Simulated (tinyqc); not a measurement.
Surface potential of a MOS transistor: implicit equation and explicit approximations: two steps of the calculation.

p-type body, charge-sheet picture, depletion and inversion only, full ionisation (an idealisation for deep acceptors), Boltzmann statistics (rough once Na exp(x - xn) passes about Nc/7). In units of Vt: xg = (Vg - Vfb)/Vt, x = psi/Vt, G = gamma/sqrt(Vt), xn = (2 phiF + Vc)/Vt. The implicit equation is (xg - x)^2 = G^2 [x - 1 + exp(x - xn)] for x above about 3. Cox = eps0 eox/tox.

Values chosen for this exercise; band and dielectric values close to those of silicon: temperature T = 300 K; relative permittivity of the gate insulator (close to aluminium oxide) eox = 8.92; insulator thickness tox = 17 nm; channel-body voltage Vc = 0 V.

Constants: q = 1.602176634e-19 C, kB = 1.380649e-23 J/K, Vt = kB T/q, eps0 = 8.8541878128e-14 F/cm where lengths are in cm. Results are converted to the units shown.

Problem 1. Explicit approximation. Depletion value a = 1 + [sqrt(G^2/4 + xg - 1) - G/2]^2; inversion value b = xn + ln[(xg - xn)^2/G^2 - xn + 1] and first guess y = min(a, b) - ln(1 + exp(-|a - b|)) if a > xn + 1, else b = y = a; one second-order correction with D = exp(y - xn), p = 2 (xg - y) + G^2 (1 + D), w = (xg - y)^2 - G^2 (y - 1 + D): z = y + 2 w/(p + sqrt(p^2 - 2 (2 - G^2 D) w)), or the Newton step z = y + w/p where the root is not real.

G = 1.0303815
xn = 28.686777
xg = 63.438032

Wanted: a; b; y; p; w; z.

Solution 1.

a = 55.810
b = 35.699
y = 35.699
p = 1234.8
w = -445.62
z = 35.236

The root of the implicit equation is x = 35.2573; y misses it by 0.44 and z by -0.022, in units of Vt.

Problem 2. Potential, charges and gate control. psi = Vt x; N_dep = Cox Vt G sqrt(x - 1)/q; N_inv = (Cox Vt G/q) [sqrt(x - 1 + exp(x - xn)) - sqrt(x - 1)]; dpsi/dVg = 1/[1 + G^2 (1 + exp(x - xn))/(2 (xg - x))].

converged x = 35.257314
G = 1.0303815
xn = 28.686777
xg = 63.438032

Wanted: psi; N_dep; N_inv; dpsi/dVg.

Solution 2.

psi = 0.91147 V
N_dep = 4.5209e11 cm^-2
N_inv = 1.6604e12 cm^-2
dpsi/dVg = 0.069138

psi lies 6.6 Vt above 2 phiF + Vc.

Computed by the program tinyqc: `OMP_NUM_THREADS=1 python tinyqc.py 2122226 2122227 out.jsonl`, one thread of a shared Intel Xeon 2.30GHz, about 0.01 s for the whole run.
